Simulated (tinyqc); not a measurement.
Changing the group-V flow F_V: precursor delivery by bubblers, mass-transport growth and the solid composition of a III-V alloy. Computed by tinyqc, a small Python program. Command: `OMP_NUM_THREADS=1 python tinyqc.py 3009014 3009015 out.jsonl movpe_thermo sweep`. One thread of a shared host (Intel(R) Xeon(R) Processor @ 2.30GHz), about 0.01 s of CPU time with the checks.

1 sccm = 44.615 micromol/min; 1 torr = 133.322 Pa. The sources decompose fully at the surface.

Inputs (values chosen for the exercise, modelled on trimethylgallium (source 1) and trimethylindium (source 2) for the vapour pressures):

| quantity | value | unit |
|---|---|---|
| bath temperature T1 | 262 | K |
| bath temperature T2 | 304 | K |
| bubbler pressure p_b | 400 | torr |
| carrier flow F1 | 4.5 | sccm |
| carrier flow F2 | 69 | sccm |
| total flow F_t | 16 | slm |
| reactor pressure p | 40 | torr |
| growth temperature T | 1000 | K |
| diffusivity at 273 K and 760 torr | 0.47 | cm^2/s |
| flow cross-section A | 62 | cm^2 |
| distance from the leading edge z | 10 | cm |
| lattice constant a | 5.5 | angstrom |
| interaction L0 of the solid | 21.8 | kJ/mol |
| log10 of p_B,eq over pure BC at 1000 K and 1 torr of group V (exaggerated: liquid indium has about -4.1) | -3.6 | log10 torr |
| enthalpy of that equilibrium H | 376 | kJ/mol |

Alloy: mixing on the group-III sites, with desorption of B.

constants a, b of source 1 (log10 torr, K): 8.049  1703

constants a, b of source 2 (log10 torr, K): 10.5  3014

Constants: k_B = 1.380649e-23 J/K; R = 8.314462618 J/(mol K).

Method:
- log10 p_v = a - b/T_bath; molar flow = F x 44.615 x p_v/(p_b - p_v) for a saturated bubbler.
- p_i = p n_i/(44615 F_t), F_t in slm; p_V = p F_V/(1000 F_t), counted per molecule supplied; V/III = 44.615 F_V/(n1 + n2); vapour fraction of source 2 = n2/(n1 + n2).
- Mean velocity u = (F_t/A)(760/p)(T/273); D = D0 (T/273)^1.75 (760/p); boundary layer delta = sqrt(pi D z/u); flux = D dp/(delta k_B T); growth rate = flux x a^3/4.
- A sticks fully. B desorbs: its surface pressure is p_B* = x gamma_B K/sqrt(p_V), ln gamma_B = L0 (1 - x)^2/(R T), K = 10^(log10 K at 1000 K) exp[-(H/R)(1/T - 1/1000)], p_V in torr. With equal diffusivities x = (p_2 - p_B*)/(p_1 + p_2 - p_B*). Growth rate = rate per torr x p_1/(1 - x).

One run for each value:

| group-V flow F_V (sccm) | solid fraction x | share of B incorporated, 1 - p_B*/p_2 | V/III ratio |
|---|---|---|---|
| 8 | 0.1079 | 0.0788 | 7.2 |
| 15 | 0.2052 | 0.1682 | 13.5 |
| 29 | 0.3956 | 0.4264 | 26.2 |
| 55 | 0.4821 | 0.6065 | 49.7 |
| 100 | 0.5234 | 0.7155 | 90.3 |
| 200 | 0.5518 | 0.8020 | 180.6 |
| 380 | 0.5683 | 0.8576 | 343.1 |
| 720 | 0.5793 | 0.8971 | 650.1 |

Describe and explain the trends.

Over the rows, solid fraction x rises from 0.108 to 0.579 (exponent d ln y / d ln x 1.0 between the first rows and 0.030 between the last); share of B incorporated, 1 - p_B*/p_2 rises from 0.0788 to 0.897 (exponent d ln y / d ln x 1.2 between the first rows and 0.070 between the last); V/III ratio rises from 7.22 to 650 (exponent d ln y / d ln x about 1.0 throughout). More group V lowers the equilibrium pressure of B as p_V^(-1/2) and so holds more B in the solid.

Caution (rows 8.00, 15.0): so low a V/III ratio is near the limit of smooth growth. Caution (all rows): the boundary layer is a quarter or more of the root of the cross-section, so it fills much of the channel and depletion along the flow matters. Caution (rows 29.0, 55.0, 100, 200, 380, 720): x lies inside the spinodal of the bulk alloy, 2 L0 x (1 - x) > R T; only kinetics or coherency strain keep such a layer uniform.

Extremes, crossings and ranges named in words are read from the listed rows.
